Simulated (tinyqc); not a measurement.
Inside a calculation: special k points of the square lattice. Values are carried at full precision from step to step, so a last printed digit may differ when a step is redone from the rounded ones.

Lattice vectors in units of a: a1 = (1, 0), a2 = (0, 1); reciprocal vectors b_i with a_i . b_j = 2 pi delta_ij. Mesh: k = sum_i f_i b_i with f_i = (2 j_i + shift)/(2 N), j_i = 0 .. N-1. The point group of the lattice has 8 operations; only those that map the mesh onto itself are used.

Parameters, chosen for this exercise: N = 9 (points along each reciprocal vector); shift = 1 (half steps); D = 2 eV (half gap term); t = 0.57 eV (coupling); e0 = 0.92 eV (offset).

## Irreducible points and weights

Join points that an operation carries into one another (modulo reciprocal vectors); list each class by its first point in the order of (j1, j2, ...).

Irreducible points:
```
f1          f2  weight
0.0556  0.0556       4
0.0556  0.1667       8
0.0556  0.2778       8
0.0556  0.3889       8
0.0556  0.5000       4
0.1667  0.1667       4
0.1667  0.2778       8
0.1667  0.3889       8
0.1667  0.5000       4
0.2778  0.2778       4
0.2778  0.3889       8
0.2778  0.5000       4
0.3889  0.3889       4
0.3889  0.5000       4
0.5000  0.5000       1
```

operations that keep the mesh = 8
irreducible points = 15

The weights add up to 81 = N^2; symmetry saves a factor 5.4.

## Which stars the mesh integrates

A_m(k) = sum over the m-th star of lattice vectors R of cos(k . R), stars in order of length: m = 1: |R|^2 = 1, 4 vectors, such as (1, 0) in the basis a_i; m = 2: |R|^2 = 2, 4 vectors, such as (1, 1) in the basis a_i; m = 3: |R|^2 = 4, 4 vectors, such as (2, 0) in the basis a_i; m = 4: |R|^2 = 5, 8 vectors, such as (2, 1) in the basis a_i; m = 5: |R|^2 = 8, 4 vectors, such as (2, 2) in the basis a_i; m = 6: |R|^2 = 9, 4 vectors, such as (3, 0) in the basis a_i. The zone mean of every A_m is zero.

Lattice vectors in units of a: a1 = (1, 0), a2 = (0, 1); f are fractions of the reciprocal vectors. Evaluate the first six A_m at each irreducible point (k . R = 2 pi sum f_i n_i) and form the weighted means.

A_m at the points, rows 1, 2, 3, 4, 5, 6, 7, 8, 9, 10, 11, 12, 13, 14, 15; columns m=1, m=2, m=3, m=4, m=5, m=6:
```
[[3.759, 3.532, 3.064, 5.759, 2.347, 2.000],
 [2.879, 1.879, 0.532, -0.347, -1.532, -1.000],
 [1.532, -0.653, -0.347, -4.064, -2.879, 2.000],
 [0.347, -2.879, 1.879, -1.695, 0.532, 2.000],
 [-0.121, -3.759, 3.532, 0.695, 3.064, -1.000],
 [2.000, 1.000, -2.000, -2.000, 1.000, -4.000],
 [0.653, -0.347, -2.879, -1.532, 1.879, -1.000],
 [-0.532, -1.532, -0.653, 1.879, -0.347, -1.000],
 [-1.000, -2.000, 1.000, 4.000, -2.000, -4.000],
 [-0.695, 0.121, -3.759, 1.305, 3.532, 2.000],
 [-1.879, 0.532, -1.532, 2.759, -0.653, 2.000],
 [-2.347, 0.695, 0.121, 3.064, -3.759, -1.000],
 [-3.064, 2.347, 0.695, -1.064, 0.121, 2.000],
 [-3.532, 3.064, 2.347, -3.759, 0.695, -1.000],
 [-4.000, 4.000, 4.000, -8.000, 4.000, -4.000]]
```

weighted means: m=1 0.000, m=2 0.000, m=3 0.000, m=4 0.000, m=5 0.000, m=6 0.000

All six means vanish: the mesh is exact for functions whose Fourier series ends within these stars.

## A zone average from the irreducible points

Test function, the lower band of a two-band insulator: E(k) = -sqrt(D^2 + (e0 - t A_1(k))^2).

Lattice vectors in units of a: a1 = (1, 0), a2 = (0, 1). Evaluate E at each point and take the weighted mean; the reference uses the unshifted mesh with N = 96.

E at the points (eV): [-2.3440, -2.1261, -2.0005, -2.1263, -2.2311, -2.0121, -2.0737, -2.3444, -2.4940, -2.3941, -2.8222, -3.0164, -3.3333, -3.5502, -3.7736]

weighted mean = -2.4348 eV
reference mean = -2.4348 eV

The error is 0.00 meV with 15 points.

## Checks

- Weighted mean over irreducible points against the plain mean over the whole mesh (eV): both -2.434827.
- Reference mean against a mesh of N = 102 (eV): both -2.4348.

Program tinyqc; command `OMP_NUM_THREADS=1 python tinyqc.py 1651130 1651131 out.jsonl`; about 0.08 s on one thread of a shared Intel(R) Xeon(R) Processor @ 2.30GHz.
